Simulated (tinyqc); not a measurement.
Which input was changed? Model: hydrogenic impurity: series, fields, screening, photoionisation and donor-acceptor pairs. Computed by tinyqc, a small Python program. Command: `OMP_NUM_THREADS=1 python tinyqc.py 3031733 3031734 out.jsonl hydrogenic which`. One thread of a shared host (Intel(R) Xeon(R) Processor @ 2.30GHz), about 0.1 s of CPU time with the checks.

One isotropic, parabolic band. Effective units: Ry* and a*, in which H = -nabla^2 - 2/r.

Inputs (values chosen for the exercise, for a model semiconductor):

| quantity | value | unit |
|---|---|---|
| electron mass m | 0.369 | m_0 |
| dielectric constant eps | 8.59 | - |
| donor density N | 5.1e+17 | cm^-3 |
| magnetic field B | 450 | T |

Parts treated: magnetic field and photoionisation.

Constants: Ry = 13.605693123 eV; a_0 = 0.529177210903 angstrom; h x 1 THz = 4.135667696 meV; mu_B = 5.7883818060e-05 eV/T.

Method:
- Ry* = Ry m/eps^2, a* = a_0 eps/m; level n is bound by Ry*/n^2; <r> = (3/2) a* in 1s; lines 1s -> np at Ry* (1 - 1/n^2); 1 THz = 4.135667696 meV.
- Wigner-Seitz radius r_s = (3/(4 pi N))^(1/3); Mott criterion N_c^(1/3) a* = 0.26; overlap of two 1s orbitals at distance d: S = exp(-x)(1 + x + x^2/3), x = d/a*, with d = N^(-1/3).
- gamma = hbar omega_c/(2 Ry*) = mu_B B/(m Ry*). For m_z = 0, H = -nabla^2 - 2/r + gamma^2 rho^2/4, and the band edge moves to gamma Ry*. Basis: exp(-al rho^2 - be z^2), al_k = 0.02 x 2.4^k + gamma/4 x c with k = 0..11, be_k = 0.02 x 2.4^k and c = 0, 0.5, 1 (36 functions). With A = al_i + al_j, B = be_i + be_j (not the field) and the common factor pi^(3/2) dropped: S = 1/(A sqrt(B)), kinetic S (4 al_i al_j/A + 2 be_i be_j/B), <rho^2> = S/A, <1/r> = (2/sqrt(pi)) atanh(u)/(A u), u = sqrt(1 - B/A), which is (2/sqrt(pi))/A when A = B; overlap eigenvalues below 1e-11 are dropped. Binding = (gamma - E) Ry*; the spin term shifts level and edge alike.

Task: One of these inputs alone was changed, within the range given: electron mass m (0.1845 to 0.738); dielectric constant eps (4.295 to 17.18); donor density N (2.55e+17 to 1.02e+18); magnetic field B (225 to 900). Which one, and to what value?

Results:

| run | overlap S | Mott density (cm^-3) | binding energy in the field (meV) |
|---|---|---|---|
| before | 0.001762410 | 9.401914e+18 | 114.2771 |
| after | 0.001353165 | 9.401914e+18 | 114.2771 |

Result:

Each candidate set to reproduce overlap S, and what it then gives:

| candidate | range searched | value needed | Mott density (cm^-3) | binding energy in the field (meV) |
|---|---|---|---|---|
| electron mass m (m_0) | 0.1845 to 0.738 | 0.3805 | 1.0312e+19 | 115.84 |
| dielectric constant eps | 4.295 to 17.18 | 8.330 | 1.0312e+19 | 119.46 |
| donor density N (cm^-3) | 2.55e+17 to 1.02e+18 | 4.650e17 | 9.4019e+18 | 114.28 |
| magnetic field B (T) | 225 to 900 | no effect | - | - |

Only donor density N fits every result: it went from 5.1e+17 to 4.65e17 cm^-3. The next best candidate, dielectric constant eps, misses one result by 9.7 %.

Caution: the field is beyond non-destructive laboratory magnets (about 100 T).
